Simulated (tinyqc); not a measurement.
# Inputs raised by 2 %, one at a time

Model: leakage through a gate insulator: direct, Fowler-Nordheim, trap-assisted and Poole-Frenkel currents. Computed by tinyqc, a small Python program. Command: `OMP_NUM_THREADS=1 python tinyqc.py 3012826 3012827 out.jsonl oxideleak sens`. One thread of a shared host (Intel(R) Xeon(R) Processor @ 2.30GHz), about 0.02 s of CPU time with the checks.

Electrons enter from the cathode Fermi level at x = 0; the conduction band of the insulator lies phi_b - e F x above it, F = V/t. WKB exponents use a parabolic band with mass m.

Inputs (values chosen for the exercise, with an insulator like SiO2):
```
quantity                          value   unit
thickness t                           6     nm
barrier phi_b                      3.03     eV
tunnelling mass m                  0.41    m_0
static constant eps_ox             3.91      -
optical constant eps_opt           2.16      -
voltage across the insulator V      1.1      V
trap depth phi_t                    1.6     eV
trap density N_t                4.6e+17  cm^-3
attempt rate nu_0                 2e+13    1/s
activation of capture E_a          0.21     eV
temperature T                       350      K
```

Constants: hbar^2/(2 m_0) = 3.80998212 eV angstrom^2; e = 1.602176634e-19 C; hbar = 1.054571817e-34 J s; k_B = 8.617333262e-05 eV/K; eps_0 = 8.8541878128e-12 F/m.

Method:
- For a level a distance phi(x) below the band, the WKB exponent is 2 int kappa dx with kappa = sqrt(m phi/(hbar^2/2m_0)); for a linear barrier from phi_1 down to phi_2 = max(phi_1 - e F d, 0) it is G = (4/3) sqrt(m/(hbar^2/2m_0)) (phi_1^(3/2) - phi_2^(3/2))/(e F).
- J_tun = e^3 F^2/(16 pi^2 hbar m phi_b) x exp(-G) / [1 - sqrt(phi_2/phi_b)]^2 with the free-electron mass in the cathode (m in m_0), phi_2 = max(phi_b - e V, 0): direct tunnelling for e V < phi_b, Fowler-Nordheim above. Image forces, back-flow and the limit on supply are left out, so J_tun is overstated below about 0.5 V.
- Equivalent oxide thickness = 3.9 t/eps_ox.
- A trap at depth x lies phi_t below the band. Capture: tunnel at the cathode Fermi level from 0 to x (G_in from phi_1 = phi_b), rate nu_0 exp(-G_in - E_c/k_B T) with E_c = E_a + max(phi_b - phi_t - e F x, 0), the last term being the height of the trap above the cathode Fermi level. Emission: tunnel from the trap level to the anode (G_out from phi_1 = phi_t over t - x), rate nu_0 exp(-G_out - E_a/k_B T). Re-emission to the cathode follows from detailed balance, rate_back = rate_in exp(dE/k_B T) with dE = phi_b - phi_t - e F x. Each trap passes R = rate_in rate_out/(rate_in + rate_back + rate_out) electrons per second; filling from the anode is left out.
- J_TAT = e N_t int_0^t R dx by the midpoint rule on 400 intervals; the most effective depth is the midpoint with the largest R, rounded to 0.01 nm.
- Poole-Frenkel emission over the lowered barrier of a charged trap: lowering sqrt(e F/(pi eps_opt eps_0)); J_PF = e N_t^(2/3) nu_0 exp(-(phi_t - lowering)/k_B T), one sheet of traps emitting with supply unlimited (an upper bound).
- J = J_tun + J_TAT (the Poole-Frenkel bound is not added); the ratio J/J_tun is the excess that stress-made traps add.

Runs; columns: (1) input moved; (2) from; (3) to; (4) tunnelling current J_tun (A/cm^2); (5) trap-assisted current J_TAT (A/cm^2); (6) Poole-Frenkel bound J_PF (A/cm^2); (7) total current J (A/cm^2):
```
(1)                                 (2)        (3)        (4)        (5)        (6)        (7)
base run                              -          -  1.389e-19  6.602e-25  2.041e-07  1.389e-19
thickness t (nm)                      6       6.12  3.874e-20  3.806e-25  1.625e-07  3.874e-20
barrier phi_b (eV)                 3.03     3.0906  6.676e-20  7.020e-26  2.041e-07  6.676e-20
tunnelling mass m (m_0)            0.41     0.4182  7.358e-20  4.969e-25  2.041e-07  7.358e-20
trap depth phi_t (eV)               1.6      1.632  1.389e-19  1.746e-24  7.066e-08  1.389e-19
trap density N_t (cm^-3)        4.6e+17  4.692e+17  1.389e-19  6.734e-25  2.069e-07  1.389e-19
activation of capture E_a (eV)     0.21     0.2142  1.389e-19  5.744e-25  2.041e-07  1.389e-19
temperature T (K)                   350        357  1.389e-19  1.409e-24  3.667e-07  1.389e-19
```

Exponents ln(y'/y) / ln(x'/x):
```
input                      tunnelling current J_tun  trap-assisted current J_TAT  Poole-Frenkel bound J_PF  total current J
thickness t                                 -64.481                      -27.814                   -11.534          -64.480
barrier phi_b                               -37.001                     -113.180                     0.000          -37.001
tunnelling mass m                           -32.086                      -14.350                     0.000          -32.086
trap depth phi_t                              0.000                       49.120                   -53.578            0.000
trap density N_t                              0.000                        1.000                     0.667            0.000
activation of capture E_a                     0.000                       -7.032                     0.000            0.000
temperature T                                 0.000                       38.293                    29.573            0.000
```

To which inputs is each result most sensitive?

Among the inputs moved here: tunnelling current J_tun answers most in size to thickness t (exponent -64.481), next to barrier phi_b (-37.001); its exponent is below 0.0005 for trap depth phi_t, trap density N_t, activation of capture E_a, temperature T. Its exponent 0.000 in temperature T: tunnelling from the Fermi level does not depend on T in this formula. Trap-assisted current J_TAT answers most in size to barrier phi_b (exponent -113.180), next to trap depth phi_t (+49.120). Its exponent +1.000 in trap density N_t: independent traps. Poole-Frenkel bound J_PF answers most in size to trap depth phi_t (exponent -53.578), next to temperature T (+29.573); its exponent is below 0.0005 for barrier phi_b, tunnelling mass m, activation of capture E_a. Its exponent +0.667 in trap density N_t: one sheet of traps, N_t^(2/3). Total current J answers most in size to thickness t (exponent -64.480), next to barrier phi_b (-37.001); its exponent is below 0.0005 for trap depth phi_t, trap density N_t, activation of capture E_a, temperature T.

Caution (all rows): a current below about 1e-15 A/cm^2 is not measurable. Caution (all rows): the film is too thin for the Poole-Frenkel picture (the lowering is a large part of the whole drop, or the traps are further apart than the film is thick), so J_PF is only nominal.
